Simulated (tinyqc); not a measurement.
## n-type polysilicon, carrier trapping at grain boundaries: effect of the temperature

One-dimensional grains of size Lg, uniform ionised doping N, monovalent traps Qt at each boundary at a depth Et below (for electrons) or above (for holes) the band edge there, abrupt depletion of width W on each side of a boundary, Boltzmann statistics. xi is the distance from the band edge at the grain centre to the Fermi level. Trapped charge Qt/(1 + exp((xi + VB - Et)/Vt)) = 2 N W, barrier VB = q N W^2/(2 eps0 eps_r).

NB is given at 350 K and scales as (T/350 K)^1.5. If the trap equation with xi = Vt ln(NB/N) has a root W < Lg/2, the grain is partly depleted; otherwise W = Lg/2 and the trap equation gives xi = Et - VB + Vt ln(Qt/(N Lg) - 1). N* = Qt/Lg. n0 = NB exp(-xi/Vt); mean density n0 (1 - 2 W/Lg) by charge balance in a partly depleted grain, and n0 (sqrt(pi)/2) erf(u)/u with u = sqrt(VB/Vt) in a fully depleted one; v = sqrt(kB T/(2 pi ms m0)); barrier resistivity Vt exp(VB/Vt)/(q fe n0 v Lg); grain resistivity (1 - 2 W/Lg)/(q n0 mug); effective mobility 1/(q mean density total resistivity). Rows with xi above 0.45 V, towards mid-gap, are left out, since the other carrier type is ignored.

Inputs (values chosen for the exercise); values of the order met in polycrystalline silicon: relative permittivity eps_r = 11.7; conduction-band density of states at the reference temperature NB = 3.53e19 cm^-3; grain size Lg = 55 nm; trap density of a grain boundary Qt = 5.6e11 cm^-2; depth of the trap level from the majority band edge at the boundary Et = 0.41 eV; mass for thermionic emission ms = 0.56 m0; correction factor of the emission rate fe = 0.5; doping N = 2.1e16 cm^-3.

Constants: q = 1.602176634e-19 C, kB = 1.380649e-23 J/K, m0 = 9.1093837015e-31 kg, Vt = kB T/q, eps0 = 8.8541878128e-14 F/cm where lengths are in cm. Results are converted to the units shown.

The same in every row: N/N* = 0.20625; depleted share 2 W/Lg = 1.0000; VB (V) = 0.012281.

Result of one run:

| xi (V) | mean density (cm^-3) | resistivity (ohm cm) | effective mobility (cm^2/(V s)) |
|---|---|---|---|
| 0.44882 | 3.2446e14 | 75.952 | 253.27 |

Which temperature T gave this result: 200, 280, 360 or 440 K?

T = 440 K.

The whole series:

| T (K) | xi (V) | mean density (cm^-3) | resistivity (ohm cm) | effective mobility (cm^2/(V s)) |
|---|---|---|---|---|
| 200 | 0.42095 | 3.0341e8 | 7.2169e7 | 285.05 |
| 240 | 0.42559 | 1.9299e10 | 1.1409e6 | 283.47 |
| 280 | 0.43024 | 3.8872e11 | 57591 | 278.80 |
| 320 | 0.43488 | 3.7980e12 | 6024.2 | 272.80 |
| 360 | 0.43953 | 2.2838e13 | 1026.3 | 266.29 |
| 400 | 0.44417 | 9.7555e13 | 246.35 | 259.71 |
| 440 | 0.44882 | 3.2446e14 | 75.952 | 253.27 |

As T goes from 200 to 440, VB stays at 0.0123 V, the resistivity falls from 7.22e7 to 76.0 ohm cm and the effective mobility falls from 285 to 253 cm^2/(V s). The activation energy kB ln(rho1/rho2)/(1/T1 - 1/T2) is 0.429 eV between the first two rows and 0.446 eV between the last two; mug is held fixed. In every row VB is below Vt, where abrupt depletion and thermionic emission are rough. In every row the effective mobility exceeds mug, since drift through the depleted part of the grain is left out.

Computed by the program tinyqc: `OMP_NUM_THREADS=1 python tinyqc.py 2830068 2830069 out.jsonl`, one thread of a shared Intel Xeon 2.30GHz, about 0.01 s for the whole run.
